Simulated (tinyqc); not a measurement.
# Random telegraph noise from one oxide trap in a small MOSFET: what changes with what

An acceptor-like trap exchanges electrons with the channel. Inversion charge Q = Cox u, u = n Vt W0(exp((Vg - VT)/(n Vt))), W0 the Lambert function, n = nf, Cox = eps0 eox/tox; linear regime Id = (W/L) mu Q Vd. Relative to threshold the surface potential rises by Vt ln(u/u0) and the oxide voltage by the rest of Vg - VT, with u0 = n Vt W0(1).

Parameters, values chosen for the exercise; values of the order met in silicon transistors: temperature T = 300 K; relative permittivity of the gate insulator (close to silicon dioxide) eox = 3.9; insulator thickness tox = 3.3 nm; depth of the trap from the channel interface xt = 0.53 nm; trap level above the channel Fermi level at threshold E0 = 0.05 eV; capture prefactor s0 = 3e-17 cm^2; capture barrier (lattice relaxation) EB = 0.26 eV; tunnelling decay length lt = 0.19 nm; thermal velocity vth = 1.3e7 cm/s; thickness of the inversion layer zi = 1.7 nm; threshold voltage VT = 0.52 V; body factor nf = 1.27; gate width W = 210 nm; gate length L = 24 nm; mobility mu = 200 cm^2/(V s); scattering coefficient of the charged trap asc = 6.1e-16 V s; drain voltage Vd = 0.05 V; gate voltage Vg = 0.6 V.

Constants: q = 1.602176634e-19 C, kB = 1.380649e-23 J/K, Vt = kB T/q, eps0 = 8.8541878128e-14 F/cm where lengths are in cm. Results are converted to the units shown.

Each table varies one quantity; the others keep the values above.

## Time constants and noise against gate voltage

N = Cox u/q; dpsi = Vt ln(u/u0); E = E0 - dpsi - (xt/tox)(Vg - VT - dpsi); capture time tc = 1/[(N/zi) vth s0 exp(-xt/lt - EB/Vt)]; emission time te = tc exp(-E/Vt); occupancy te/(tc + te). A = W L; threshold step dV = q (1 - xt/tox)/(Cox A); gm/Id = 1/(u + n Vt); relative step dI/I = (gm/Id) dV + asc mu/A. fc = (1/tc + 1/te)/(2 pi); rms = (dI/I) sqrt(tc te)/(tc + te).

Result of one run:

| Vg (V) | E (eV) | tc (s) | te (s) | occupancy | dI/I (%) | fc (Hz) | rms dI/I (%) |
|---|---|---|---|---|---|---|---|
| 0.51 | 0.05597 | 0.001664 | 1.909e-4 | 0.1029 | 5.548 | 929.5 | 1.686 |

What becomes of these results when the gate voltage Vg is changed from 0.51 to 0.81 V, all else the same?

Result of the changed run:

| Vg (V) | E (eV) | tc (s) | te (s) | occupancy | dI/I (%) | fc (Hz) | rms dI/I (%) |
|---|---|---|---|---|---|---|---|
| 0.81 | -0.05080 | 1.118e-4 | 7.977e-4 | 0.8771 | 1.225 | 1623 | 0.4022 |

The whole series:

| Vg (V) | E (eV) | tc (s) | te (s) | occupancy | dI/I (%) | fc (Hz) | rms dI/I (%) |
|---|---|---|---|---|---|---|---|
| 0.39 | 0.1449 | 0.04122 | 1.517e-4 | 0.003666 | 7.866 | 1053 | 0.4754 |
| 0.45 | 0.09751 | 0.007238 | 1.665e-4 | 0.02249 | 7.261 | 977.8 | 1.077 |
| 0.51 | 0.05597 | 0.001664 | 1.909e-4 | 0.1029 | 5.548 | 929.5 | 1.686 |
| 0.57 | 0.02434 | 6.038e-4 | 2.355e-4 | 0.2806 | 3.652 | 939.5 | 1.641 |
| 0.63 | 5.542e-4 | 3.145e-4 | 3.079e-4 | 0.4946 | 2.491 | 1023 | 1.246 |
| 0.69 | -0.01877 | 2.012e-4 | 4.160e-4 | 0.6740 | 1.849 | 1173 | 0.8666 |
| 0.75 | -0.03557 | 1.447e-4 | 5.727e-4 | 0.7983 | 1.469 | 1378 | 0.5894 |
| 0.81 | -0.05080 | 1.118e-4 | 7.977e-4 | 0.8771 | 1.225 | 1623 | 0.4022 |
| 0.87 | -0.06500 | 9.058e-5 | 0.001120 | 0.9252 | 1.058 | 1899 | 0.2784 |

tc falls from 0.0412 to 9.06e-5 s as the channel fills and te rises from 1.52e-4 to 0.00112 s; they are equal at Vg = 0.632 V, where E = 0. The rms noise goes from 0.475 through a maximum of 1.69 (at Vg = 0.51 V among the rows listed) to 0.278 %. The slope -Vt d ln(tc/te)/dVg is 0.790 between the first two rows and 0.237 between the last two; it tends to xt/tox = 0.161 only when the surface potential stops moving.

## Effect of the capture barrier

Same model as above.

The same in every row: E (eV) = 0.01171; occupancy = 0.3886; dI/I (%) = 2.985; rms dI/I (%) = 1.455.

Results:

| EB (eV) | tc (s) | te (s) | fc (Hz) |
|---|---|---|---|
| 0.1 | 8.643e-7 | 5.494e-7 | 4.738e5 |
| 0.2 | 4.136e-5 | 2.629e-5 | 9901 |
| 0.3 | 0.001979 | 0.001258 | 206.9 |
| 0.4 | 0.09472 | 0.06021 | 4.324 |
| 0.6 | 216.9 | 137.9 | 0.001888 |
| 0.7 | 1.038e4 | 6599 | 3.945e-5 |

Estimate the missing row, EB = 0.5 eV.

Computed row:

| EB (eV) | tc (s) | te (s) | fc (Hz) |
|---|---|---|---|
| 0.5 | 4.533 | 2.881 | 0.09035 |

With this row back in the table: As EB goes from 0.1 to 0.7, tc rises from 8.64e-7 to 10400 s, te rises from 5.49e-7 to 6600 s and dI/I stays at 2.99 %. The barrier scales both times alike and leaves the occupancy unchanged.

Range of the model: VT is taken as given; short-channel effects and the uneven flow of current among few electrons are left out.

tinyqc, about 0.01 s, one thread, Intel Xeon 2.30GHz (shared host): `OMP_NUM_THREADS=1 python tinyqc.py 2710065 2710066 out.jsonl`
